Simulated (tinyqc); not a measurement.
Scaling the whole coupling: critical temperature from a phonon spectrum: McMillan, Allen-Dynes and the linearised Eliashberg equation. Computed by tinyqc, a small Python program. Command: `OMP_NUM_THREADS=1 python tinyqc.py 3011637 3011638 out.jsonl eliashberg walk`. One thread of a shared host (Intel(R) Xeon(R) Processor @ 2.30GHz), about 0.02 s of CPU time with the checks.

alpha^2 F(omega) = sum_i (lambda_i omega_i/2) delta(omega - omega_i), so that lambda = 2 int alpha^2 F/omega d omega = sum_i lambda_i.

Inputs (values chosen for the exercise, for a model metal):

| quantity | value | unit |
|---|---|---|
| peak energy omega_1 | 5.66 | meV |
| coupling lambda_1 | 0.697 | - |
| peak energy omega_2 | 14.1 | meV |
| coupling lambda_2 | 0.513 | - |
| Coulomb pseudopotential mu* | 0.12 | - |

Peaks in alpha^2 F: two.

Constants: k_B = 8.617333262e-05 eV/K.

Method:
- omega_log = exp(sum lambda_i ln omega_i / lambda); omega_rms = sqrt(sum lambda_i omega_i^2 / lambda).
- McMillan form: k_B T_c = (omega_log/1.2) exp[-1.04 (1 + lambda)/(lambda - mu* (1 + 0.62 lambda))]. Allen-Dynes multiplies it by f1 f2: f1 = [1 + (lambda/L1)^(3/2)]^(1/3), L1 = 2.46 (1 + 3.8 mu*); f2 = 1 + (omega_rms/omega_log - 1) lambda^2/(lambda^2 + L2^2), L2 = 1.82 (1 + 6.3 mu*) omega_rms/omega_log.
- Linearised Eliashberg equation at omega_n = (2n + 1) pi k_B T, n = 0..N-1: lambda(j) = sum_i lambda_i omega_i^2/(omega_i^2 + (2 pi j k_B T)^2); K_mn = lambda(m - n) + lambda(m + n + 1) - 2 mu*(N) - delta_mn [2m + 1 + lambda(0) + 2 sum_(j=1..m) lambda(j)], with 1/mu*(N) = 1/mu* + ln(omega_rms/omega_N), omega_N = (2N + 1) pi k_B T. T_c is where the largest eigenvalue rho of K is zero.
- N is the smallest integer at or above 8 omega_max/(2 pi k_B T_AD), omega_max the highest peak and T_AD the Allen-Dynes value.
- All lambda_i are multiplied by s. The last column is the large-lambda limit for mu* = 0, k_B T_c = 0.1827 omega_rms sqrt(lambda).

lambda = 1.21

omega_rms = 10.1362 meV

omega_log = 8.33447 meV

T_c (K):

| s | lambda | McMillan | Allen-Dynes | Eliashberg | large-lambda limit |
|---|---|---|---|---|---|
| 0.6 | 0.726 | 3.119 | 3.235 | 2.915 | 18.311 |
| 0.8 | 0.968 | 5.765 | 6.100 | 5.645 | 21.144 |
| 1.0 | 1.210 | 8.093 | 8.756 | 8.242 | 23.639 |
| 1.3 | 1.573 | 10.875 | 12.202 | 11.715 | 26.953 |
| 1.7 | 2.057 | 13.563 | 16.022 | 15.739 | 30.822 |
| 2.3 | 2.783 | 16.241 | 20.741 | 20.874 | 35.851 |
| 3.2 | 3.872 | 18.666 | 26.578 | 27.256 | 42.287 |

What follows from these numbers?

McMillan/Eliashberg runs from 1.07 at lambda = 0.73 to 0.68 at 3.87: the exponential form levels off at large lambda, while the true T_c keeps rising (exponent 0.81 between the last rows, tending to 1/2). Allen-Dynes stays within about 11 % over the table. The last row reaches 64 % of the mu* = 0 limit; with mu* above zero T_c stays below that line at any lambda.

Extremes, crossings and ranges named in words are read from the listed rows.
